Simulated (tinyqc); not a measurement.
Global model of a low-pressure process discharge: electron temperature, density, ion flux and ion energy: one step, computed by the program tinyqc.

Maxwellian electrons with temperature T_e in eV, one positive ion, no negative ions, uniform bulk density n; rate constants have the Arrhenius form.

Problem. Geometry factors. n_g = p/(k_B T_g); lambda_i = 1/(n_g sigma); h_L = 0.86/sqrt(3 + L/(2 lambda_i)), h_R = 0.8/sqrt(4 + R/lambda_i); A_eff = 2 pi R^2 h_L + 2 pi R L h_R; d_eff = pi R^2 L/A_eff.

Inputs (values chosen for the exercise, of the order of those of an inductive discharge in a simple atomic gas):

| quantity | value | unit |
|---|---|---|
| ion-neutral cross section | 7.3e-19 | m^2 |
| pressure p | 2.7 | Pa |
| gas temperature T_g | 500 | K |
| radius R | 18 | cm |
| height L | 20 | cm |

Constants: k_B = 1.380649e-23 J/K.

Give: gas density n_g; ion mean free path; h_L; h_R; A_eff; d_eff.

Solution.

gas density n_g = 3.9112e+20 1/m^3

ion mean free path = 0.35024 cm

h_L = 0.15310

h_R = 0.10749

A_eff = 554.81 cm^2

d_eff = 36.692 cm

Caution: at so short an ion path the formulas for h_L and h_R give way to the ambipolar-diffusion limit.
